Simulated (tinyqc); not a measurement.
# Changing the fraction x of B

Model: cluster expansion of a binary alloy: correlations, fit, cross-validation and ground states. Computed by tinyqc, a small Python program. Command: `OMP_NUM_THREADS=1 python tinyqc.py 3020375 3020376 out.jsonl clex sweep`. One thread of a shared host (Intel(R) Xeon(R) Processor @ 2.30GHz), about 0.1 s of CPU time with the checks.

s = +1 for A and -1 for B. Energy per site E = J0 + J1 P(point) + sum over clusters of m V P, with P the mean product of spins; V > 0 on a pair favours unlike neighbours. Clusters per site m: pair 1 2, pair 2 2, pair 3 2, triplet 4; the triplet is two first-neighbour bonds at a right angle. Formation energies are counted from the line between pure A and pure B, which removes J0 and J1.

Inputs (values chosen for the exercise, for a model alloy):
```
quantity,value,unit
first-pair interaction V1,-6.48,meV
second-pair interaction V2,-0.53,meV
third-pair interaction V3,-0.091,meV
triplet interaction Vt,-0.23,meV
temperature T,670,K
```

Lattice: square.

Constants: k_B = 8.617333262e-05 eV/K.

Method. Random alloy: P(pair) = p^2, P(triplet) = p^3, p = 1 - 2x, so H_mix = (p^2 - 1) sum m V(pairs) + (p^3 - p) m Vt; G_mix = H_mix + k_B T [x ln x + (1 - x) ln(1 - x)]. To first order in 1/T the Warren-Cowley parameter of shell 1 is alpha_1 = -(1 - p^2) V_eff/(k_B T), V_eff = V1 + (number of triplets on a first-neighbour bond) p Vt, that number being 4.

One run for each value:
```
fraction x of B,mixing enthalpy H_mix (meV/site),mixing free energy G_mix (meV/site),alpha_1
0.05,2.85570,-8.606,0.02405
0.15,7.57146,-16.834,0.06293
0.25,10.99650,-21.471,0.09015
0.35,13.17498,-24.206,0.10648
0.45,14.15106,-25.579,0.11269
0.55,13.96890,-25.762,0.10953
0.65,12.67266,-24.708,0.09778
0.75,10.30650,-22.161,0.07820
0.85,6.91458,-17.491,0.05155
0.95,2.54106,-8.920,0.01860
```

Over the rows, mixing enthalpy H_mix (meV/site) goes from 2.86 through a maximum among these rows, 14.2 at 0.450, to 2.54; mixing free energy G_mix (meV/site) goes from -8.61 through a minimum among these rows, -25.8 at 0.550, to -8.92; alpha_1 goes from 0.0240 through a maximum among these rows, 0.113 at 0.450, to 0.0186. Pairs alone give a parabola symmetric about x = 1/2; the triplet tilts it, and H_mix(0.25) - H_mix(0.75) = 0.690 meV.

Extremes, crossings and ranges named in words are read from the listed rows.
